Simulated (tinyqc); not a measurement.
Floating body of a partially depleted SOI transistor: body voltage and kink: one step of the calculation.

Source at 0 V. Channel current Ic = 2 nf K Vt^2 [F(0) - F(Vd)](1 + la Vd), F(V) = ln^2(1 + exp((Vg - VT - nf V)/(2 nf Vt))), VT = VT0 - gb Vb. Saturation voltage Vs = 2 Vt sqrt(F(0)) + 3 Vt, excess Ve = (Vd - Vs + sqrt((Vd - Vs)^2 + 0.0004 V^2))/2, multiplication M1 = Ai Ve exp(-Bl/Ve). Each junction passes D(v) = J1 (exp(v/Vt) - 1) + J2 (exp(v/(2 Vt)) - 1). Bipolar current Ib = bb J1 (exp(Vb/Vt) - 1). The body settles where M1 (Ic + Ib) = D(Vb) + D(Vb - Vd) + Vb/Rb; drain current Id = (1 + M1)(Ic + Ib) - D(Vb - Vd).

Problem. New Vb. Current into the body I_in = M1 (Ic + Ib) - D(Vb - Vd), current out I_out = D(Vb) + Vb/Rb; f = ln(I_in/I_out), s = df/dVb by central differences over 1e-5 V, Vb(new) = Vb - f/s.

Values chosen for this exercise; values of the order met in partially depleted silicon-on-insulator transistors: temperature T = 358 K; threshold at zero body voltage VT0 = 0.4 V; fall of the threshold per volt of body voltage gb = 0.23; slope factor nf = 1.33; gain factor per width K = 140 uA/(V^2 um); channel-length modulation factor la = 0.08 1/V; impact-ionisation prefactor Ai = 1.2 1/V; impact-ionisation voltage Bl = 7 V; diffusion saturation current of each junction J1 = 2.4e-11 uA/um; recombination saturation current of each junction J2 = 1.5e-8 uA/um; gain of the lateral bipolar transistor on the diffusion current bb = 3; resistance of a weak body tie to the source (1e9 stands for no tie, and the term is then dropped) Rb = 1e9 kohm um; gate voltage Vg = 0.94 V; drain voltage Vd = 1.3 V.

Constants: q = 1.602176634e-19 C, kB = 1.380649e-23 J/K, Vt = kB T/q. Results are converted to the units shown.

Vb at the start = 0.64 V

Find: Ic; Ve; M1; I_in; I_out; f; s; Vb after iteration 1.

Solution.

Ic = 27.441 uA/um
Ve = 0.69089 V
M1 = 3.2989e-5
I_in = 9.0771e-4 uA/um
I_out = 0.025019 uA/um
f = -3.3165
s = -34.135 1/V
Vb after iteration 1 = 0.54284 V

Range of the model: The multiplication law is an empirical form chosen for the exercise; self-heating and capacitive coupling to the body are left out, and the linear laws are rough once Vb passes about 0.7 V or M1 about 0.1.

tinyqc, about 0.2 s, one thread, Intel Xeon 2.30GHz (shared host): `OMP_NUM_THREADS=1 python tinyqc.py 2182246 2182247 out.jsonl`
